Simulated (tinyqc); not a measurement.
Minority-electron transport through the base of a bipolar transistor (Moll-Ross and Kroemer integrals): one step, computed by the program tinyqc.

Low injection, one dimension, x from the emitter edge (0) to the collector edge (W), s = x/W. Recombination is treated as a small correction (valid for tau_B well below tau_n), computed from the stored charge.

Task: Profile and built-in field. N(x) = N_0; n_i(x)^2 = n_i^2 exp(s dE_g/k_B T); D(x) = (k_B T/e) mu, mu = mu_min + (mu_max - mu_min)/(1 + (N/N_ref)^0.7). Field that drives electrons towards the collector, averaged over the base: (k_B T/e) ln[N_0 n_i(W)^2/(N(W) n_i^2)]/W.

Inputs (values chosen for the exercise, modelled on silicon): base doping at the emitter edge N_0 = 4.2e+19 1/cm^3; base width W = 310 nm; mu_min = 240 cm^2/(V s); mu_max = 1300 cm^2/(V s); N_ref = 9.6e+16 1/cm^3; temperature T = 300 K; gap narrowing across the base dE_g = 64 meV.

Base doping profile: uniform. Gap grading: linear. Exit of the base: infinite sink.

Constants: k_B = 8.617333262e-05 eV/K.

Give: Across the base; drift factor eta (potential drop in k_B T/e); mean built-in field.

Result:

Across the base:
```
s    N (1/cm^3)  n_i(x)^2/n_i^2  D (cm^2/s)  y (s/cm^5)
0.0    4.20e+19            1.00       6.587   6.376e+18
0.2    4.20e+19            1.64       6.587   3.886e+18
0.4    4.20e+19            2.69       6.587   2.369e+18
0.6    4.20e+19            4.42       6.587   1.444e+18
0.8    4.20e+19            7.25       6.587   8.799e+17
1.0    4.20e+19           11.89       6.587   5.363e+17
```

drift factor eta (potential drop in k_B T/e) = 2.476

mean built-in field = 2.065 kV/cm
